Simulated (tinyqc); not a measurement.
Gate-all-around wire with two subbands, quantum capacitance: two steps of the calculation.

phi is the Fermi level above the lowest subband edge, in volts; Vg is counted from the gate voltage at which an empty wire would have phi = 0. Both directions of motion are filled (equilibrium).

Values chosen for this exercise:
```
symbol  value  unit                                                                 meaning
T         150     K                                                             temperature
eox       3.9        relative permittivity of the gate insulator (close to silicon dioxide)
tox       4.8    nm                                                     insulator thickness
md       0.11    m0                                                     mass along the wire
gv          2                                                             valley degeneracy
E2       0.16    eV                                          second subband above the first
g2          1                                      orbital degeneracy of the second subband
rw        2.7    nm                                                      radius of the wire
Vg       0.57     V                                                            gate voltage
```

Constants: q = 1.602176634e-19 C, kB = 1.380649e-23 J/K, hbar = 1.054571817e-34 J s, m0 = 9.1093837015e-31 kg, Vt = kB T/q, eps0 = 8.8541878128e-14 F/cm where lengths are in cm. Results are converted to the units shown.

Problem 1. Gate capacitance. Cox = 2 pi eps0 eox/ln(1 + tox/rw) per length.

Give: Cox.

Solution 1.

Cox = 2.124 pF/cm

Problem 2. New phi. N1 = gv sqrt(2 md m0 kB T/(pi hbar^2)); n1 = N1 F(phi/Vt), n2 = g2 N1 F((phi - E2)/Vt), n = n1 + n2, F(e) = (1/sqrt(pi)) int_0^infinity u^(-1/2) du/(1 + exp(u - e)); Cq = q dn/dphi = (q N1/Vt) [F'(phi/Vt) + g2 F'((phi - E2)/Vt)]. Newton: f = phi + q (n)/Cox - Vg, phi(new) = phi - f/(1 + (Cq)/Cox).

phi after iteration 1 = 0.071700832 V
Cox = 2.1236871 pF/cm

Give: n1; n2; Cq; f; phi after iteration 2.

Solution 2.

n1 = 5.701e6 cm^-1
n2 = 2352 cm^-1
Cq = 6.851 pF/cm
f = -0.06800 V
phi after iteration 2 = 0.08779 V

Computed by the program tinyqc: `OMP_NUM_THREADS=1 python tinyqc.py 2200122 2200123 out.jsonl`, one thread of a shared Intel Xeon 2.30GHz, about 0.01 s for the whole run.
